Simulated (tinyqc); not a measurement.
Inputs raised by 10 %, one at a time: electron-beam lithography: double-Gaussian proximity function, edge placement and dose correction for parallel lines. Computed by tinyqc, a small Python program. Command: `OMP_NUM_THREADS=1 python tinyqc.py 3112582 3112583 out.jsonl proximity sens`. One thread of a shared host (Intel(R) Xeon(R) Processor @ 2.30GHz), about 0.01 s of CPU time with the checks.

Lines are infinitely long. Absorbed energy is counted so that the middle of a very large area written at dose 1 receives 1; the resist develops where it exceeds 1/2.

Inputs (values chosen for the exercise, of the order of those for 10 keV electrons in resist on silicon):
```
quantity                               value               unit
forward range alpha                   0.0093         micrometre
backscatter range beta                   1.2         micrometre
backscatter ratio eta                   0.92                  -
base dose D0                             150  microcoulomb/cm^2
beam current                              88                 nA
pixel size                                 5                 nm
width of the test line                  0.23         micrometre
pattern density around the test line   0.081                  -
```

line widths (micrometre): 0.042  0.32  0.35  0.14

gaps between the lines (micrometre): 0.34  0.067  0.16

Constants: e = 1.602176634e-19 C.

Method:
- The first line starts at x = 0; each next one starts after the width and the gap.
- f(r) = [exp(-r^2/alpha^2)/alpha^2 + eta exp(-r^2/beta^2)/beta^2]/(pi (1 + eta)). A line from a to b at dose d gives E(x) = d [S(alpha) + eta S(beta)]/(1 + eta), S(s) = [erf((b - x)/s) - erf((a - x)/s)]/2.
- M_ij is the mean of E at the two edges of line i from line j at dose 1.
- Uncorrected edge energies are M 1. Solve M d = 1/2 for the doses d that put the mean edge energy of every line at the threshold.
- A test line of width w << beta in surroundings of density rho, all at dose d: near its edge E(x) = d [S + eta rho]/(1 + eta), S = [erf((b - x)/alpha) - erf((a - x)/alpha)]/2 for edges a and b, the second term being the background energy. Dose to size d_s = (1 + eta)/(erf(w/alpha) + 2 eta rho), dose = d_s D0; edge slope d [1 - exp(-w^2/alpha^2)]/(sqrt(pi) alpha (1 + eta)); width change per 1 % of dose = 2 x 0.01 x (1/2)/slope.
- With dose = d_s D0: electrons per pixel N = dose x pixel area/e; relative noise 1/sqrt(N); time per cm^2 of pattern area = dose x density/current; pixel rate = current/(dose x pixel area).

Runs; columns: (1) input moved; (2) from; (3) to; (4) dose to size d_s; (5) width change per 1 % of dose (nm); (6) largest over smallest dose; (7) writing time per cm^2 (h):
```
(1)                                      (2)      (3)     (4)      (5)     (6)       (7)
base run                                   -        -  1.6710  0.18941  1.1984  0.064085
forward range alpha (micrometre)      0.0093  0.01023  1.6710  0.20835  1.1984  0.064085
backscatter range beta (micrometre)      1.2     1.32  1.6710  0.18941  1.1590  0.064085
backscatter ratio eta                   0.92    1.012  1.7286  0.19186  1.2186  0.066296
pattern density around the test line   0.081   0.0891  1.6496  0.19186  1.1984  0.069591
base dose D0 (microcoulomb/cm^2)         150      165  1.6710  0.18941  1.1984  0.070494
beam current (nA)                         88     96.8  1.6710  0.18941  1.1984  0.058259
pixel size (nm)                            5      5.5  1.6710  0.18941  1.1984  0.064085
```

Exponents ln(y'/y) / ln(x'/x):
```
input                                 dose to size d_s  width change per 1 % of dose  largest over smallest dose  writing time per cm^2
forward range alpha                              0.000                         1.000                       0.000                  0.000
backscatter range beta                           0.000                         0.000                      -0.351                  0.000
backscatter ratio eta                            0.356                         0.135                       0.176                  0.356
pattern density around the test line            -0.135                         0.135                       0.000                  0.865
base dose D0                                     0.000                         0.000                       0.000                  1.000
beam current                                     0.000                         0.000                       0.000                 -1.000
pixel size                                       0.000                         0.000                       0.000                  0.000
```

Among the inputs moved here: dose to size d_s answers most in size to backscatter ratio eta (exponent +0.356), next to pattern density around the test line (-0.135); its exponent is below 0.0005 for forward range alpha, backscatter range beta, base dose D0, beam current, pixel size. Width change per 1 % of dose answers most in size to forward range alpha (exponent +1.000), next to backscatter ratio eta (+0.135); its exponent is below 0.0005 for backscatter range beta, base dose D0, beam current, pixel size. Its exponent +1.000 in forward range alpha: the edge slope goes as 1/alpha. Largest over smallest dose answers most in size to backscatter range beta (exponent -0.351), next to backscatter ratio eta (+0.176); its exponent is below 0.0005 for forward range alpha, pattern density around the test line, base dose D0, beam current, pixel size. Writing time per cm^2 answers most in size to beam current (exponent -1.000), and about equally to base dose D0 (+1.000); its exponent is below 0.0005 for forward range alpha, backscatter range beta, pixel size.

Extremes, crossings and ranges named in words are read from the listed rows.
